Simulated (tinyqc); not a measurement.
Arrhenius fit: deep-level transient spectroscopy (DLTS) of one majority-carrier trap. Computed by tinyqc, a small Python program. Command: `OMP_NUM_THREADS=1 python tinyqc.py 3001947 3001948 out.jsonl dlts walk`. One thread of a shared host (Intel(R) Xeon(R) Processor @ 2.30GHz), about 0.08 s of CPU time with the checks.

A filling pulse loads the traps in a one-sided junction; under reverse bias they empty at the rate e, and the capacitance relaxes as C(t) = C_0 - dC exp(-e t). The signal is S = [C(t_2) - C(t_1)]/dC.

Inputs (values chosen for the exercise, with mass and screening modelled on 4H-SiC):

| quantity | value | unit |
|---|---|---|
| density-of-states mass m | 0.405 | m_0 |
| valleys M | 3 | - |
| trap depth E_t | 1.02 | eV |
| cross-section sigma_0 | 2.3e-14 | cm^2 |
| degeneracy ratio g | 0.5 | - |
| gate time t_1 | 0.003 | s |
| ratio t_2/t_1 | 10 | - |
| dielectric constant eps | 9.81 | - |
| mean field F | 40000 | V/cm |

Carriers: electrons. Extra term: Poole-Frenkel lowering.

Constants: k_B = 8.617333262e-05 eV/K; k_B = 1.380649e-23 J/K; m_0 = 9.1093837015e-31 kg; h = 6.62607015e-34 J s; e = 1.602176634e-19 C; eps_0 = 8.8541878128e-12 F/m.

Method:
- e = g sigma v N_b exp(-E/k_B T), v = sqrt(3 k_B T/m), N_b = 2 M (2 pi m k_B T/h^2)^(3/2), sigma = sigma_0, E = E_t - dE with the one-dimensional Poole-Frenkel lowering dE = sqrt(e^3 F/(pi eps eps_0)), F being held as an input apart from the bias (the centre is charged when empty).
- S(e) = exp(-e t_1) - exp(-e t_2) peaks at the rate window e_0 = ln(t_2/t_1)/(t_2 - t_1).
- t_1 is scaled by 0.1, 0.3, 1, 3, 10 and 30 at fixed t_2/t_1; each T_p by bisection.
- Least squares of ln(e_0/T_p^2) on 1/(k_B T_p): slope -E_a, intercept ln(gamma sigma_a) with gamma = v N_b/T^2 = sqrt(3 k_B/m) 2 M (2 pi m k_B/h^2)^(3/2). For comparison, the slope of ln e_0 alone.

Arrhenius data:

| t_1 (s) | e_0 (1/s) | T_p (K) | 1/(k_B T_p) (1/eV) | ln(e_0/T_p^2) |
|---|---|---|---|---|
| 0.0003 | 852.809 | 484.862 | 23.9336 | -5.6192 |
| 0.0009 | 284.270 | 464.615 | 24.9766 | -6.6325 |
| 0.0030 | 85.281 | 444.218 | 26.1235 | -7.7467 |
| 0.0090 | 28.427 | 427.058 | 27.1732 | -8.7665 |
| 0.0300 | 8.528 | 409.666 | 28.3268 | -9.8873 |
| 0.0900 | 2.843 | 394.949 | 29.3823 | -10.9128 |

apparent depth E_a = 0.97154 eV

intercept = 17.633

gamma = 3.9566e+21 cm^-2 s^-1 K^-2

apparent cross-section = 1.1500e-14 cm^2

slope without T^2 = 1.0468 eV

What does the comparison show, and why?

The apparent depth is 0.9715 eV against E_t = 1.02 eV, and the apparent cross-section is 0.500 times sigma_0 (the degeneracy ratio): the field lowers the slope, so the depth must be extrapolated to zero field against sqrt(F). Leaving out the T^2 factor overstates the slope by 75 meV, about 2 k_B T_p.

Extremes, crossings and ranges named in words are read from the listed rows.
